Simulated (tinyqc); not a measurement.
Worked calculation: quantum-confined Stark effect in a modulator well. Values are carried at full precision from step to step, so a last printed digit may differ when a step is redone from the rounded ones.

Constants: hbar^2/2m0 = 3.80998211 eV angstrom^2; e^2/(4 pi eps0) = 14.39964547 eV angstrom; hc = 1239.841984 eV nm.

Inputs chosen for the exercise (near those of a Ge well in SiGe, direct gap; not measured data): L = 120 angstrom (well width); me = 0.0415 m0 (electron, well); mh = 0.207 m0 (heavy hole along z, well); F = 64 kV/cm (field); Vc = 0.406 eV (conduction offset); Vv = 0.115 eV (heavy-hole offset); meb = 0.055 m0 (electron, barrier); mhb = 0.225 m0 (heavy hole, barrier); Eg = 0.843 eV (gap of the well); mp = 0.071 m0 (heavy hole in the plane); eps = 15.8 (dielectric constant); dE = 13 meV (operating point below the zero-field line); G = 8 meV (half width of the exciton line).

## Estimate for hard walls

Second order: each level moves by -C m (e F)^2 L^4/(2c), C = (15/pi^2 - 1)/(24 pi^2), c = hbar^2/2m0, 1 kV/cm = 1e-5 eV/angstrom. It holds while e F L is no more than about twice 3 c pi^2/(m L^2).

Estimate:
```
carrier     shift (meV)  e F L over the level spacing
electron          -1.02                          0.41
heavy hole        -5.06                          2.03
```

The hole, 5.0 times heavier, carries 83 % of the estimated shift; for hard walls second order errs by about 2 % at a ratio of 1 and 13 % at 3.

## Levels and envelopes

Envelopes on cells of 0.5 angstrom over the well |z| < L/2 and 45 angstrom of barrier on each side, psi = 0 beyond, psi'/m continuous (mean mass between points), c = hbar^2/2m0. The electron sees + e F z and the hole - e F z, each with its offset in the barriers; 1 kV/cm = 1e-5 eV/angstrom. Light holes, band mixing and escape by tunnelling are left out.

Ground levels, squared overlap and separation <z>_h - <z>_e without and with the field.

Results:
```
F (kV/cm)  E_e (meV)  E_h (meV)  overlap^2  separation (angstrom)
0              37.84       8.45      0.998                    0.0
64             34.97      -1.51      0.599                   36.1
```

The electron level moves by -2.87 meV (2.8 times the hard-wall estimate, since it leaks into the barriers and sees a wider well) and the hole level by -9.96 meV (1.97 times).

## Exciton

Exciton: in-plane function exp(-rho/lam), 1/mu = 1/me + 1/mp, E(lam) = c/(mu lam^2) - (q/eps) times the integral over k of Fm(k)(1 + (k lam/2)^2)^(-3/2), Fm(k) the double integral of psi_e^2 psi_h^2 exp(-k |z - z'|), q = e^2/(4 pi eps0); binding Eb = -E at the minimum. Line at Eg + E_e + E_h - Eb, strength proportional to overlap^2/lam^2.

Minimise over lam without and with the field.

Results:
```
F (kV/cm)  lam (angstrom)  Eb (meV)  line (eV)      nm  overlap^2/lam^2 (1e-4/angstrom^2)
0                   231.4      3.75     0.8855  1400.1                             0.1863
64                  250.3      3.41     0.8730  1420.1                             0.0956
```

The weaker binding gives back 0.34 meV of the red shift, leaving 12.5 meV; the strength falls to 51 %.

## Contrast at the operating point

With a Gaussian line of half width G, the absorption at E_op = line(0) - dE is proportional to strength x exp(-ln2 ((E_op - line)/G)^2); continuum absorption is left out. Give it at both fields, relative to the zero-field peak.

E_op = 0.8725 eV
wavelength = 1421.0 nm

absorption without and with the field: [0.16, 0.51]

The field changes the absorption by +0.35 of the zero-field peak. The zero-field tail still absorbs here, since dE is no more than 2G, which costs insertion loss.

## Checks

- Zero-field levels against the matching condition of the square well, meV: largest difference 3.9e-02.
- Slope d(E_e + E_h)/dF against minus the separation (Hellmann-Feynman), angstrom: both -36.1.

Program tinyqc; command `OMP_NUM_THREADS=1 python tinyqc.py 1282285 1282286 out.jsonl`; about 0.2 s on one thread of a shared Intel(R) Xeon(R) Processor @ 2.30GHz.
